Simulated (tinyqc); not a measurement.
Strength of the heavy-light coupling: shallow acceptor in the spherical four-band model.

The ground state 1S3/2 has an L = 0 part f(r) and an L = 2 part g(r). In units of Ry* and a*, with Gaussians f_i = exp(-a_i r^2), g_i = r^2 exp(-a_i r^2), A = a_i + a_j and I(n) = Gamma((n + 1)/2)/(2 A^((n + 1)/2)): S_ff = I(2), S_gg = I(6), H_ff = (6 a_i a_j/A) I(2) - 2 I(1), H_gg = (14 a_i a_j/A) I(6) - 2 I(5), H_fg = -mu [15 I(2) - 20 a_j I(4) + 4 a_j^2 I(6)]; each function is then normalised. The split-off band is left out.

Converged values use 22 exponents 2.2^i, i = -7 to 14, for f and for g.

Values chosen for the exercise (out of a larger set: near those of a shallow acceptor in Ge; not measured data): mus = (0.14, 0.3, 0.51, 0.59, 0.77, 0.85, 0.9) (couplings).

Ry* = 3.8545 meV

Converged values in Ry* and a*; the heavy-mass hydrogen model gives 1/(1 - mu).

Results:

| mu | binding (Ry*) | 1/(1 - mu) | ratio | L = 2 weight | <r> (a*) | binding (meV) |
|---|---|---|---|---|---|---|
| 0.14 | 1.018 | 1.163 | 0.875 | 0.008 | 1.478 | 3.9 |
| 0.30 | 1.089 | 1.429 | 0.762 | 0.039 | 1.396 | 4.2 |
| 0.51 | 1.315 | 2.041 | 0.644 | 0.114 | 1.187 | 5.1 |
| 0.59 | 1.478 | 2.439 | 0.606 | 0.155 | 1.072 | 5.7 |
| 0.77 | 2.296 | 4.348 | 0.528 | 0.274 | 0.720 | 8.9 |
| 0.85 | 3.309 | 6.667 | 0.496 | 0.341 | 0.513 | 12.8 |
| 0.90 | 4.768 | 10.000 | 0.477 | 0.388 | 0.363 | 18.4 |

The binding starts as 1 + O(mu^2), 1.018 at mu = 0.14, since the coupling enters in second order, and reaches 4.77 at mu = 0.90. The ratio to the heavy-mass model falls from 0.88 to 0.48, towards about 0.44 as mu goes to 1: the bound hole is only partly heavy. The L = 2 weight grows to 0.39 and the radius shrinks by a factor 4.1.

Run: tinyqc, `OMP_NUM_THREADS=1 python tinyqc.py 1250952 1250953 out.jsonl`; Intel(R) Xeon(R) Processor @ 2.30GHz, one thread, shared host; about 0.05 s of CPU time with all checks.
